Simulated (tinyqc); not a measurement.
# Monte Carlo simulation of one carrier in a uniform electric field, step by step

A worked calculation. Computed by tinyqc, a small Python program that keeps every step. Command: `OMP_NUM_THREADS=1 python tinyqc.py 3023351 3023352 out.jsonl mcfl walk`. One thread of a shared host (Intel(R) Xeon(R) Processor @ 2.30GHz), about 3 s of CPU time with the checks. Intermediate numbers are printed to about 6 digits and carried at full precision; extremes and crossings named in words are read from the listed rows.

The force e F acts along +z. Flights end at the constant total rate Gamma; the part of Gamma that the real rates do not fill is self-scattering, which leaves k unchanged. One valley, no impurities and no intervalley scattering.

Inputs (values chosen for the exercise, for a model polar semiconductor):
```
quantity                                             value    unit
effective mass m                                      0.21     m_0
non-parabolicity alpha                                0.25    1/eV
static permittivity eps_s                             10.3       -
high-frequency permittivity eps_inf                   7.86       -
density rho                                           4840  kg/m^3
sound velocity v_l                                    6670     m/s
acoustic deformation potential D_A                     8.7      eV
optical phonon energy hbar w                          85.7     meV
lattice temperature T                                  100       K
electric field F                                       2.8   kV/cm
energy E_max up to which Gamma must cover the rates    0.6      eV
seed of the random numbers                           17135       -
```

Crystal: polar. Band: Kane.

starting wave vector (1/nm): 0.3  -0.093  0.062

Constants: k_B = 1.380649e-23 J/K; e = 1.602176634e-19 C; hbar = 1.054571817e-34 J s; m_0 = 9.1093837015e-31 kg; hbar = 6.582119569e-16 eV s; eps_0 = 8.8541878128e-12 F/m; k_B = 8.617333262e-05 eV/K.

## Total rate Gamma

Kane band: hbar^2 k^2/(2 m) = E (1 + alpha E), speed v = hbar k/(m (1 + 2 alpha E)), states per spin, volume and energy g(E) = m k (1 + 2 alpha E)/(2 pi^2 hbar^2); overlap factors are set to 1. Masses are multiplied by m_0 and all formulas are in SI units. Phonon occupation N_q = 1/(exp(hbar w/(k_B T)) - 1). Acoustic deformation potential (elastic, equipartition, absorption and emission together): 1/tau = 2 pi k_B T D_A^2 g(E)/(hbar rho v_l^2). Polar optical, unscreened: W = e^2 w (1/eps_inf - 1/eps_s) m (1 + 2 alpha E') ln|(k + k')/(k - k')| / (4 pi eps_0 hbar^2 k), times N_q for absorption (E' = E + hbar w) and N_q + 1 for emission (E' = E - hbar w > 0), with alpha = 0 for a parabolic band; mean cosine of the angle <cos> = (k^2 + k'^2)/(2 k k') - 1/ln|(k + k')/(k - k')|. Gamma is 1.05 times the largest total rate on the grid E = (j + 1/2) E_max/400, j = 0..399.

largest total rate = 33.1815 1e12/s

energy of the largest rate = 599.25 meV

Gamma = 34.8406 1e12/s

## Flight 1

Random numbers (0.02 to 0.98, from up to 60 sets tried for early real events), one row a flight:
```
       r1      r2      r3      r4
1  0.4679  0.1406  0.6878  0.0407
2  0.4983  0.0350  0.6934  0.7938
3  0.3320  0.9517  0.7039  0.3452
4  0.9223  0.4738  0.8631  0.3008
5  0.3274  0.4726  0.7558  0.3420
6  0.1851  0.4829  0.1694  0.2255
7  0.2883  0.5628  0.7314  0.3695
```

Flight: t = -ln(r1)/Gamma; k_z grows by e F t/hbar; E follows from the band; dz = (E_end - E_start)/(e F). Use row 1 of the random numbers.

flight time t = 21.7993 fs

k at the end of the flight (1/nm): 0.300000  -0.093000  0.071273

energy at the end = 18.7316 meV

displacement dz = 0.793413 nm

## Scattering event 1

Choice: with cumulative rates in the order acoustic, absorption, emission, the process is the first whose sum exceeds r2 Gamma; if none, self-scattering. Final state: E' = E, E + hbar w or E - hbar w gives k'. Isotropic processes: cos(theta) = 1 - 2 r3 from the z axis, phi = 2 pi r4, k' (sin theta cos phi, sin theta sin phi, cos theta). Polar processes: cos(b) = [1 + xi - (1 + 2 xi)^r3]/xi, xi = 2 k k'/(k - k')^2, b from the old direction n; new direction cos b n + sin b (cos phi e1 + sin phi e2), e1 = (z x n)/|z x n|, e2 = n x e1.

cumulative rates (1e12/s): acoustic 0.210268, absorption 0.212448, emission 0.212448

r2 Gamma = 4.89858 1e12/s

Process chosen: self-scattering

k after event 1, the start of the next flight (1/nm): 0.300000  -0.093000  0.071273

## Flight 2

Use row 2 of the random numbers.

flight time t = 19.9926 fs

k at the end of the flight (1/nm): 0.300000  -0.093000  0.079778

energy at the end = 18.9625 meV

displacement dz = 0.824628 nm

## Scattering event 2

The formulas are those given above.

cumulative rates (1e12/s): acoustic 0.211591, absorption 0.213769, emission 0.213769

r2 Gamma = 1.21942 1e12/s

Process chosen: self-scattering

k after event 2, the start of the next flight (1/nm): 0.300000  -0.093000  0.079778

## All printed flights

Drift estimate: sum dz / sum t.

Flights:
```
flight   t (fs)  E at the end (meV)  dz (nm)          process  k_x (1/nm)  k_y (1/nm)  k_z (1/nm)
1       21.7993             18.7316  0.79341  self-scattering         0.3      -0.093    0.071273
2       19.9926             18.9625  0.82463  self-scattering         0.3      -0.093    0.079778
3       31.6476             19.3811  1.49496  self-scattering         0.3      -0.093    0.093241
4        2.3216             19.4143  0.11881  self-scattering         0.3      -0.093    0.094228
5       32.0481             19.9093  1.76781  self-scattering         0.3      -0.093    0.107861
6       48.4165             20.7835  3.12201  self-scattering         0.3      -0.093    0.128458
7       35.6984             21.5253  2.64940  self-scattering         0.3      -0.093    0.143644
```

drift estimate from these flights = 56121.3 m/s

7 of the 7 flights end in self-scattering. So few flights say little about the drift velocity: the estimate is noise at this length.

## Low-field mobility from the linear Boltzmann equation

On the grid E_j = (j + 1/2) hbar w/12 up to 20 k_B T + 2 hbar w, solve (sum of rates) l(E) = v(E) + W_abs <cos> l(E + hbar w) + W_em <cos> l(E - hbar w); mu_0 = e sum g v l exp(-E/k_B T)/(3 k_B T sum g exp(-E/k_B T)).

low-field mobility mu_0 = 42732.6 cm^2/(V s)

## Long runs: velocity against field

Each row: 250 carriers from a thermal start, 1600 flights each, the first half discarded, random numbers not printed; the error is the standard error over ten groups; the mean energy is taken at the ends of flights, which sample time evenly. Fields at which more than 0.02 % of the events exceed Gamma are left out.

Monte Carlo results:
```
F (kV/cm)  drift velocity (1e5 m/s)  error (1e5 m/s)  mu_0 F (1e5 m/s)  mean energy (meV)  real events (%)
0.7                           0.979           0.0350            2.9913               34.1             1.00
1.4                           1.340           0.0220            5.9826               35.7             1.43
2.8                           1.610           0.0100           11.9651               38.0             2.33
5.6                           1.800           0.0100           23.9302               42.9             4.27
11.0                          1.960           0.0076           47.0058               50.5             8.18
```

At the lowest field the drift velocity is 0.33 +/- 0.01 of the ohmic value mu_0 F, at the highest 0.04 +/- 0.00. The mean energy goes from 34 to 50 meV against the parabolic-band thermal value 3 k_B T/2 = 13 meV: the carriers heat, more of them reach the emission threshold, where they lose momentum, and the curve bends below the ohmic line. Only 1 to 8 % of the events are real; the rest is the price of a constant Gamma. Where hbar w is several k_B T, energy relaxes slowly and the low-field energies may still be drifting.

Checks made by the program: energy gained in the printed flights against e F dz (relative difference 2e-09).
